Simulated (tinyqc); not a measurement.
# Doping and flat-band voltage from the body effect

Problem. VT = Vfb + 2 phiF + gamma sqrt(2 phiF + Vsb), phiF = Vt ln(Na/ni), gamma = sqrt(2 q eps0 eps_r Na)/Cox, Cox = eps0 eox/tox. Find Na, gamma and Vfb from two thresholds.

Parameters, values chosen for the exercise; material values close to those of gallium arsenide:
```
symbol,value,unit,meaning
T,300,K,temperature
eps_r,12.9,,relative permittivity of the semiconductor
eox,24.2,,relative permittivity of the gate insulator
tox,50,nm,insulator thickness
```

Constants: q = 1.602176634e-19 C, kB = 1.380649e-23 J/K, Vt = kB T/q, eps0 = 8.8541878128e-14 F/cm where lengths are in cm. Results are converted to the units shown.

VT at Vsb = 0 and 0.6 V (V): 1.0013022  1.0843727
ni = 1.9338622e6 cm^-3

Answer. The difference of the thresholds, gamma [sqrt(2 phiF + Vsb) - sqrt(2 phiF)], holds no Vfb and rises with Na, so it has one root; Vfb then follows from the first threshold.

Na = 5.90e16 cm^-3
gamma = 0.343 V^0.5
Vfb = -0.630 V

Program tinyqc, `OMP_NUM_THREADS=1 python tinyqc.py 2360158 2360159 out.jsonl`; Intel Xeon 2.30GHz, shared host, one thread, about 0.07 s.
